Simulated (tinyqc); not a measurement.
How far the series holds: five-level k.p model folded onto the conduction band.

For k along z and one spin sector the level c couples to four states. With c0 = hbar^2/2m0, P = sqrt(Ep c0), P2 = sqrt(Ep2 c0): diagonal Eg + (1 + Cm) c0 k^2 for c, and 0, -Dso, E7 + D2, E7 for lh, so, G8 up, G7 up (their own dispersion is left out); couplings of c: sqrt(2/3) P k to lh, sqrt(1/3) P k to so, sqrt(2/3) P2 k to G8 up, sqrt(1/3) P2 k to G7 up (phases chosen real).

Expanding E = H_cc + S(E) about Eg in powers of k^2, with s_n = sum_j H_cj^2/(Eg - H_jj)^n: order k^2: e2 = (1 + Cm) c0 k^2 + s1; order k^4: e4 = -s2 e2; order k^6: e6 = s3 e2^2 + s2^2 e2.

Constants: hbar^2/2m0 = 3.80998211 eV angstrom^2.

Values chosen for the exercise (near those of InAs; the results hold for these values, not for the real material): Eg = 0.416 eV (gap at Gamma to the s-like level); Dso = 0.393 eV (spin-orbit splitting); Ep = 21.6 eV (Kane energy); E7 = 4.37 eV (upper Gamma7 conduction level, from the valence top); D2 = 0.16 eV (its spin-orbit splitting, Gamma8 above Gamma7); Ep2 = 3.4 eV (Kane energy to the upper levels); Cm = -2 (remote term in 1/m).

Energies from Eg; Pk/Eg measures the coupling.

Levels (eV):

| k (1/angstrom) | Pk/Eg | to k^2 | to k^4 | to k^6 | exact |
|---|---|---|---|---|---|
| 0.0069 | 0.150 | 0.0076 | 0.0074 | 0.0074 | 0.0074 |
| 0.0157 | 0.342 | 0.0391 | 0.0357 | 0.0363 | 0.0362 |
| 0.0246 | 0.536 | 0.0961 | 0.0752 | 0.0843 | 0.0812 |
| 0.0334 | 0.728 | 0.1771 | 0.1061 | 0.1631 | 0.1355 |
| 0.0423 | 0.922 | 0.2841 | 0.1012 | 0.3365 | 0.1963 |
| 0.0511 | 1.114 | 0.4146 | 0.0252 | 0.7563 | 0.2601 |
| 0.0599 | 1.306 | 0.5697 | -0.1656 | 1.7312 | 0.3259 |
| 0.0688 | 1.500 | 0.7516 | -0.5282 | 3.8270 | 0.3939 |

Within 2 % of the exact level stay: the k^2 term up to Pk/Eg = 0.15, the sum to k^4 up to Pk/Eg = 0.34, the sum to k^6 up to Pk/Eg = 0.34. In the last row the errors are +358, -922 and +3433 meV: higher orders make it worse, since the series in k^2 converges only for Pk below about Eg/2 in the two-level limit E = Eg/2 + sqrt(Eg^2/4 + P^2 k^2).

Run: tinyqc, `OMP_NUM_THREADS=1 python tinyqc.py 1080465 1080466 out.jsonl`; Intel(R) Xeon(R) Processor @ 2.30GHz, one thread, shared host; about 0.01 s of CPU time with all checks.
